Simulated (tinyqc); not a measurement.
Pariser-Parr-Pople SCF with singles CI, for the molecule C=CC=CC=CC=C (SMILES; centres numbered as the heavy atoms are written), step by step. One step of it, computed by the program tinyqc.

Task: Iteration 1: orbitals and new P. Diagonalise F (the basis is taken as orthonormal) and form P = 2 sum c c over the lowest orbitals.

F (eV), lower triangle:
```
           1C         2C         3C         4C         5C         6C         7C         8C
1C  -6.798088
2C  -3.551194  -5.590548
3C  -0.418175  -4.371343  -3.089457
4C   0.348397   0.782590  -3.850611  -1.630106
5C  -0.103781  -0.132338   0.428253  -3.250871  -1.630106
6C  -0.072248  -0.177568   0.066606   0.428253  -3.850611  -3.089457
7C   0.105488   0.197334  -0.177568  -0.132338   0.782590  -4.371343  -5.590548
8C   0.053668   0.105488  -0.072248  -0.103781   0.348397  -0.418175  -3.551194  -6.798088
```

pi electrons, sum of z_r less the charge = 8

Give: orbital energies; P after iteration 1.

Result:

orbital energies (eV): -11.3327  -11.2678  -7.2235  -6.0998  -3.7070  -1.7585  2.1569  5.0161

P after iteration 1, lower triangle:
```
         1C       2C       3C       4C       5C       6C      7C      8C
1C   1.3141
2C   0.7415   0.9458
3C  -0.1414   0.6407   1.0217
4C  -0.4854   0.1408   0.6869   0.7184
5C  -0.0705  -0.0434   0.1282   0.4125   0.7184
6C   0.2081  -0.0857  -0.1734   0.1282   0.6869   1.0217
7C   0.0796  -0.0359  -0.0857  -0.0434   0.1408   0.6407  0.9458
8C  -0.2032   0.0796   0.2081  -0.0705  -0.4854  -0.1414  0.7415  1.3141
```
